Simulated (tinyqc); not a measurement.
Quantum point contact as a saddle point: plateau quality against temperature.

Potential V0 - m wx^2 x^2/2 + m wy^2 y^2/2; energies are counted from V0. Mode n = 0, 1, ... transmits T_n(E) = 1/(1 + exp(-2 pi (E - E_n)/wx)), E_n = wy (n + 1/2); each mode carries 2 q^2/h.

g(T) = int g(E) (-df/dE) dE = int g(mu + x kB T) dx/(4 cosh^2(x/2)), g(E) the zero-temperature value at E, g = G/(2 q^2/h).

Inputs (values chosen for the exercise): transverse quantum hbar wy wy = 1.9 meV; curvature of the barrier hbar wx wx = 1.2 meV.

Constants: q = 1.602176634e-19 C, kB = 1.380649e-23 J/K, Vt = kB T/q. Results are converted to the units shown.

Result of one run:
```
slope wy dg/dmu at mu = wy  slope at mu = 1.5 wy  g at mu = wy
0.1360                                     2.485         1.000
```

Which temperature T gave this result: 0.083, 0.16, 2.4, 4.6 or 9.1 K?

T = 0.083 K.

The whole series:
```
T (K)  slope wy dg/dmu at mu = wy  slope at mu = 1.5 wy  g at mu = wy
0.083                      0.1360                 2.485         1.000
0.16                       0.1368                 2.478         1.000
0.32                       0.1402                 2.447         1.000
0.62                       0.1537                 2.350         1.000
1.2                        0.2139                 2.094         1.000
2.4                        0.4686                 1.602         1.000
4.6                        0.8467                 1.150         1.001
9.1                        0.9221                0.9826         1.031
```

The slope on the first plateau rises from 0.136 to 0.922 and the slope on the second riser falls from 2.49 to 0.983; a slope of 1 everywhere means no steps at all. The plateau slope passes 0.5 at T = 4.6 K among the rows.

Computed by the program tinyqc: `OMP_NUM_THREADS=1 python tinyqc.py 2740129 2740130 out.jsonl`, one thread of a shared Intel Xeon 2.30GHz, about 0.06 s for the whole run.
